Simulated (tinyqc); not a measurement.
## Phonon and roughness prefactors from two fields

Problem. At 300 K and high field 1/mu = E^(1/3)/Ap + E^gs/As, E in MV/cm. Find Ap and As.

Parameters, values chosen for the exercise:
```
symbol,value,unit,meaning
gs,1.3,,exponent of the roughness term
```

mu at E = 0.45 and 1.22 MV/cm (cm^2/(V s)): [158.07276, 94.603199]

Solution. Two linear equations in 1/Ap and 1/As.

Ap = 138.0 cm^2/(V s)
As = 458.0 cm^2/(V s)

Numbers from tinyqc (`OMP_NUM_THREADS=1 python tinyqc.py 2510113 2510114 out.jsonl`; about 0.01 s on one thread of a shared Intel Xeon 2.30GHz).
